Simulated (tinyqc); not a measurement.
A short-path metal as competitor: size effects in the resistivity of thin metal films and interconnect lines. Computed by tinyqc, a small Python program. Command: `OMP_NUM_THREADS=1 python tinyqc.py 3024852 3024853 out.jsonl size walk`. One thread of a shared host (Intel(R) Xeon(R) Processor @ 2.30GHz), about 0.01 s of CPU time with the checks.

Electrons lose their drift at surfaces (a share 1 - p of the hits) and at grain boundaries (reflection R), besides bulk scattering. The line sits in a trench with a non-conducting liner on both walls and the bottom; the spacing equals the drawn width.

Inputs (values chosen for the exercise, modelled on iridium):

| quantity | value | unit |
|---|---|---|
| bulk resistivity rho_b | 5.03 | microohm cm |
| bulk mean free path lambda | 6.73 | nm |
| specularity p | 0.28 | - |
| grain-boundary reflection R | 0.65 | - |
| grain size over metal width | 1.1 | - |
| aspect ratio (height over width) | 2.8 | - |
| liner thickness t | 0.4 | nm |
| competitor: rho_b relative to this metal | 2.3 | - |
| competitor: lambda relative to this metal | 0.2 | - |
| competitor: liner relative to t | 0.25 | - |

Geometry: line.

Method:
- Fuchs-Sondheimer film: rho_b/rho = 1 - (3/(2 kappa))(1 - p) int_0^1 (s - s^3)(1 - exp(-kappa/s))/(1 - p exp(-kappa/s)) ds, f = rho/rho_b, kappa = thickness/lambda, 80 Gauss-Legendre points.
- Line: the excess of a film of thickness w_m and of a film of thickness h_m are added, rho/rho_b = 1 + (f(w_m) - 1) + (f(h_m) - 1), an estimate that holds best when both sides exceed lambda.
- Mayadas-Shatzkes: alpha = (lambda/D) R/(1 - R); rho_b/rho = 1 - 3 alpha/2 + 3 alpha^2 - 3 alpha^3 ln(1 + 1/alpha).
- w_m = w - 2t, h_m = (aspect ratio) w - t, D = (ratio) w_m; rho = rho_b [1 + surface excess + grain excess].
- Effective resistivity rho (aspect ratio) w^2/(w_m h_m) for the metal with its liner, for the same metal without liner, and for a competitor with its own rho_b, lambda and liner, and for that competitor with the liner t; p, R, aspect and grain ratios are the same.

Effective resistivity (microohm cm):

| w (nm) | this metal | without liner | competitor | competitor, liner t |
|---|---|---|---|---|
| 200 | 5.541 | 5.513 | 11.808 | 11.850 |
| 100 | 6.051 | 5.987 | 12.046 | 12.135 |
| 50 | 7.083 | 6.921 | 12.522 | 12.713 |
| 30 | 8.502 | 8.154 | 13.157 | 13.506 |
| 20 | 10.360 | 9.689 | 13.955 | 14.538 |
| 14 | 12.902 | 11.656 | 14.989 | 15.939 |
| 10 | 16.587 | 14.274 | 16.388 | 17.950 |
| 7 | 22.826 | 18.186 | 18.539 | 21.325 |
| 5 | 32.721 | 23.379 | 21.518 | 26.629 |

What follows from these numbers?

The competitor wins below a width between 14.0 and 10.0 nm. In narrow lines rho scales as rho_b lambda/w, and the product rho_b lambda of the competitor is 0.46 times this metal's. At the narrowest width the liner costs this metal a factor 1.40. With the same liner the competitor wins below a width between 10.0 and 7.00 nm; at the narrowest width the thinner liner lowers it from 26.6 to 21.5. Rows with w - 2t below lambda stretch the additive estimate. Metal widths below about 5 nm are outside this semiclassical model.

Extremes, crossings and ranges named in words are read from the listed rows.
